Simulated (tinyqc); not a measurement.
What each parameter does: six-band k.p model of the valence band of a wurtzite crystal.

At k = 0: E1 = D1c + D2c + Te + Le (pure HH); E2, E3 = Le + u +/- sqrt(u^2 + 2 D3c^2), u = (D1c - D2c + Te)/2, D1c = Dcr, D2c = D3c = Dso/3. The weight of LH in state 2 is fL = (E2 - Le)^2/((E2 - Le)^2 + 2 D3c^2). Relative strengths of transitions to the conduction band: for E perpendicular to c (TE) 1/2, fL/2, (1 - fL)/2; for E along c (TM) 0, 1 - fL, fL, with one momentum element for both directions.

Strain of a c-plane layer: exx = eyy = e_par, ezz = -2 (C13/C33) e_par; Le = D1 ezz + D2 (exx + eyy), Te = D3 ezz + D4 (exx + eyy).

Conduction edge: Ec = (top of the unstrained valence band) + Eg + (a1 + D1) ezz + (a2 + D2)(exx + eyy).

Inputs chosen for the exercise (near those of AlGaN; shifted at random, so the results belong to these values and not to a real crystal): Dcr = -0.1196 eV (crystal-field splitting); Dso = 0.0176 eV (spin-orbit splitting); Eg = 5.63 eV (direct gap at Gamma from the top of the unstrained valence band); a1 = -3.9 eV (gap potential along c); a2 = -11.96 eV (gap potential in the plane); D1 = -13.21 eV; D2 = 7.33 eV; D3 = 8.35 eV; D4 = -3.85 eV; C13 = 109 GPa; C33 = 397 GPa; e_par = -0.0104 (exx = eyy of a c-plane layer).

Splittings at k = 0 under the strain, fL and the lowest transition.

One parameter was then changed.

Results before and after:
```
case,E1 - E2 (meV),E1 - E3 (meV),fL,lowest transition (eV)
base,4.51,21.26,0.5686,5.8430
changed,4.51,21.26,0.5686,5.8475
```

Which of these changes was made? (a) D4 = -3.08 eV; (b) C33 = 317.6 GPa; (c) e_par = -0.00832; (d) D2 = 5.864 eV; (e) Dcr = -0.14352 eV; (f) a1 = -3.12 eV; (g) a2 = -9.568 eV; (h) Dso = 0.02112 eV.

Answer: (f) a1 = -3.12 eV. Of the candidates, run in turn, only this one gives the changed row.

All candidates:
```
case,E1 - E2 (meV),E1 - E3 (meV),fL,lowest transition (eV)
base,4.51,21.26,0.5686,5.8430
a2 = -9.568 eV,4.51,21.26,0.5686,5.7933
a1 = -3.12 eV,4.51,21.26,0.5686,5.8475
C33 = 317.6 GPa,7.92,29.77,0.8254,5.8255
D2 = 5.864 eV,4.51,21.26,0.5686,5.8430
Dcr = -0.14352 eV,-12.70,14.55,0.1033,5.8541
D4 = -3.08 eV,-5.89,15.64,0.1814,5.8531
e_par = -0.00832,-14.18,14.39,0.0930,5.8091
Dso = 0.02112 eV,4.67,24.61,0.5282,5.8421
```

D1 and D2 shift all valence edges and the conduction edge alike, so they drop out of splittings and transitions.

(tinyqc, `OMP_NUM_THREADS=1 python tinyqc.py 1081447 1081448 out.jsonl`, Intel(R) Xeon(R) Processor @ 2.30GHz, 1 thread, shared host, about 0.01 s.)
